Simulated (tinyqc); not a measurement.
# Tunnel rates from the two plateau currents

Question. With only the 0-1 transition of a spin-degenerate level in the bias window, I = 2 q G_in G_out/(2 G_in + G_out). Find GL and GR.

Constants: q = 1.602176634e-19 C. Results are converted to the units shown.

sizes of the plateau currents for electrons entering from the left and from the right (pA): 11.293665  8.4333893

Solution. q/I(left) = 1/GR + 1/(2 GL) and q/I(right) = 1/GL + 1/(2 GR) are linear in 1/GL and 1/GR.

GL = 0.0630 1/ns
GR = 0.160 1/ns

tinyqc, about 0.01 s, one thread, Intel Xeon 2.30GHz (shared host): `OMP_NUM_THREADS=1 python tinyqc.py 2780012 2780013 out.jsonl`
